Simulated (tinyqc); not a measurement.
# A discretised effective-mass wire between two leads, recursive Green functions: effects of single changes

Finite differences on a grid of step a give a chain with hopping -t, t = C/(m a^2), C = hbar^2/(2 m0), and site energies 2 t + U_i for the N = 6 sites of the device; the semi-infinite leads have site energy 2 t. Each slice is one site, and V = -t couples neighbouring slices.

Inputs (values chosen for the exercise):
```
symbol                   value  unit                                    meaning
m                        0.041    m0                             effective mass
a                          0.6    nm                                  grid step
U       [1.2, 0, 0, 0, 0, 1.2]    eV              potential on the sites 1 to N
E                        1.031    eV  energy above the band bottom of the leads
```

Constants: q = 1.602176634e-19 C, hbar = 1.054571817e-34 J s, m0 = 9.1093837015e-31 kg, hbar^2/(2 m0) = 0.0380998212 eV nm^2. Results are converted to the units shown.

Each table varies one quantity; the others keep the values above.

## Effect of the strength of the potential

Sigma = t^2 g(E - 2 t), g(x) = (x - i sqrt(4 t^2 - x^2))/(2 t^2) for |x| < 2 t and (x - sign(x) sqrt(x^2 - 4 t^2))/(2 t^2) otherwise; Gamma = i (Sigma - Sigma^dagger); both leads give the same. Forward pass: g_1 = (E - H_1 - Sigma)^(-1), g_i = (E - H_i - V g_(i-1) V^dagger)^(-1), with Sigma also subtracted on the last slice; G_(i,1) = g_i V G_(i-1,1), starting from g_1. H_i is the block of slice i, its site energy. T(E) = Tr[Gamma G_(N,1) Gamma G_(N,1)^dagger]. All U are multiplied by the factor sc.

Results:
```
sc	T(E)	reflection, modes - T(E)
0	1.000	0
0.25	0.9635	0.03652
0.5	0.8667	0.1333
0.75	0.7403	0.2597
1.25	0.4995	0.5005
1.5	0.4060	0.5940
1.75	0.3313	0.6687
2	0.2723	0.7277
```

Estimate the missing row, sc = 1.

Computed row:
```
sc	T(E)	reflection, modes - T(E)
1	0.6126	0.3874
```

With this row back in the table: T(E) falls from 1.00 to 0.272. At sc = 0 the device equals the leads and transmits all 1 open mode(s). Between the first two non-zero rows the reflection goes as sc^(1.87); weak scattering gives sc^2.

## The device repeated

Same model as above.

The list U is repeated k times, so the device has k N slices.

The device repeated:
```
k	T(E)	ln T(E)
1	0.6126	-0.4901
2	0.1952	-1.634
3	0.04936	-3.009
4	0.01174	-4.444
5	0.002753	-5.895
6	6.433e-4	-7.349
8	3.505e-5	-10.26
10	1.909e-6	-13.17
12	1.040e-7	-16.08
```

Read the table: what changes, and by how much?

T(E) falls from 0.613 to 1.04e-7; over the last rows ln T(E) drops by a steady 1.46 a repeat: the energy lies in a gap of the periodic structure that the repeats form, with a decay length of 8.25 slices for the amplitude.

Computed by the program tinyqc: `OMP_NUM_THREADS=1 python tinyqc.py 2660014 2660015 out.jsonl`, one thread of a shared Intel Xeon 2.30GHz, about 0.01 s for the whole run.
